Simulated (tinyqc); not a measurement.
From Debye to Thomas-Fermi: static screening by free carriers.

kF = (3 pi^2 n/Mv)^(1/3), EF = c kF^2/m with c = hbar^2/2m0, n in 1/angstrom^3 (1e-24 per 1/cm^3), e2 = e^2/(4 pi eps0). Thomas-Fermi: qTF^2 = 6 pi e2 n/(eps EF). Debye: qD^2 = 4 pi e2 n/(eps kB T).

F_j(eta) = (1/Gamma(j + 1)) integral_0^infinity x^j dx/(1 + exp(x - eta)), which tends to exp(eta) for eta << 0.

At finite T: qs^2 = qD^2 F_-1/2(eta)/F_1/2(eta), where n = Mv N F_1/2(eta) and N = 2 (m kB T/(4 pi c))^(3/2) with c = hbar^2/2m0, in 1/angstrom^3; times 1e24 for 1/cm^3.

Constants: hbar^2/2m0 = 3.80998211 eV angstrom^2; e^2/(4 pi eps0) = 14.39964547 eV angstrom; kB = 8.617333262e-05 eV/K.

Parameters, chosen for this exercise (near those of Si; the results hold for these values, not for the real material):
```
symbol  value   unit  meaning
m       0.3157  m0    mass of one isotropic valley
Mv      6             valleys
eps     12.3          background dielectric constant
T       400     K
```

Screening lengths (angstrom):
```
n (1/cm^3)    eta  Debye  Thomas-Fermi  finite T
1.0e+17     -6.02  153.1         18.48     153.1
8.0e+17     -3.93  54.12         13.07     54.30
4.0e+18     -2.30  24.20         9.993     24.61
2.0e+19     -0.55  10.82         7.642     11.71
6.0e+19      0.88  6.249         6.363     7.644
2.0e+20      3.20  3.423         5.206     5.442
8.0e+20      8.65  1.711         4.132     4.156
2.0e+21     16.06  1.082         3.547     3.553
```

What does the comparison show?

Debye is within 5 % of the finite-T length up to 4e+18 1/cm^3 of the densities listed and Thomas-Fermi from 2e+20 on. The length goes as n^-0.50 at the low end and n^-0.17 at the high end, against the limits -1/2 and -1/6. Both limits give too short a length.

Computed by tinyqc, a small Python program: `OMP_NUM_THREADS=1 python tinyqc.py 1680933 1680934 out.jsonl` (the numbers bound the seed that draws the inputs); one thread of a shared host (Intel(R) Xeon(R) Processor @ 2.30GHz), about 0.01 s for the whole set of steps.
